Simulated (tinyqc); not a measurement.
# Changing the pressure p

Model: adsorption as a lattice gas: isotherms with interactions, competition, desorption peaks and saturation dose. Computed by tinyqc, a small Python program. Command: `OMP_NUM_THREADS=1 python tinyqc.py 3025547 3025548 out.jsonl adsorb sweep`. One thread of a shared host (Intel(R) Xeon(R) Processor @ 2.30GHz), about 0.01 s of CPU time with the checks.

One adsorbate per site; a molecule needs 2 empty sites. Gas and surface have the same temperature.

Inputs (values chosen for the exercise, for a model surface):
```
quantity                             value    unit
desorption energy E                   1.48      eV
prefactor nu                       4.9e+14     1/s
pair energy w (positive repels)    -0.0068      eV
neighbours z                             3       -
site density N_s                        14  1/nm^2
molecular mass M                      66.1       u
sticking coefficient s0               0.13       -
temperature T                          611       K
blocking by a second gas, K_B p_B       15       -
```

Adsorption: dissociative (second order).

Constants: u = 1.6605390666e-27 kg; k_B = 1.380649e-23 J/K; k_B = 8.617333262e-05 eV/K.

Method. Flux F = p/sqrt(2 pi M k_B T); k_d = nu exp(-E/(k_B T)); 2 s0 F (1 - theta)^2 = N_s k_d theta^2, so y = sqrt(2 s0 F/(N_s k_d)), theta = y/(1 + y). With a second gas on the same sites theta = y/(1 + y + K_B p_B). With u = w/(k_B T). Mean field: theta/(1 - theta) = y exp(-z u theta). Quasi-chemical: theta/(1 - theta) = y [(r - 1 + 2 theta)(1 - theta)/((r + 1 - 2 theta) theta)]^(-z/2) exp(-z u/2), r = sqrt(1 - 4 theta (1 - theta)(1 - exp(-u))).

One run for each value:
```
pressure p (Pa)  Langmuir coverage  coverage, mean field  coverage, quasi-chemical  coverage with the second gas
3.70e-04                    0.0169                0.0170                    0.0170                     1.075e-03
1.70e-03                    0.0356                0.0361                    0.0361                     2.302e-03
8.00e-03                    0.0741                0.0762                    0.0763                     4.980e-03
3.70e-02                    0.1469                0.1546                    0.1549                     1.065e-02
1.70e-01                    0.2696                0.2925                    0.2930                     2.255e-02
8.00e-01                    0.4447                0.4921                    0.4921                     4.766e-02
3.70e+00                    0.6326                0.6925                    0.6920                     9.717e-02
1.70e+01                    0.7868                0.8362                    0.8358                     1.875e-01
8.00e+01                    0.8890                0.9196                    0.9195                     3.335e-01
3.70e+02                    0.9451                0.9615                    0.9615                     5.184e-01
```

Over the rows, Langmuir coverage rises from 0.0169 to 0.945 (exponent d ln y / d ln x 0.49 between the first rows and 0.040 between the last); coverage, mean field rises from 0.0170 to 0.962 (exponent d ln y / d ln x 0.49 between the first rows and 0.029 between the last); coverage, quasi-chemical rises from 0.0170 to 0.961 (exponent d ln y / d ln x 0.49 between the first rows and 0.029 between the last). At the high end the exponent of Langmuir coverage is 0.04, close to 0: saturation.
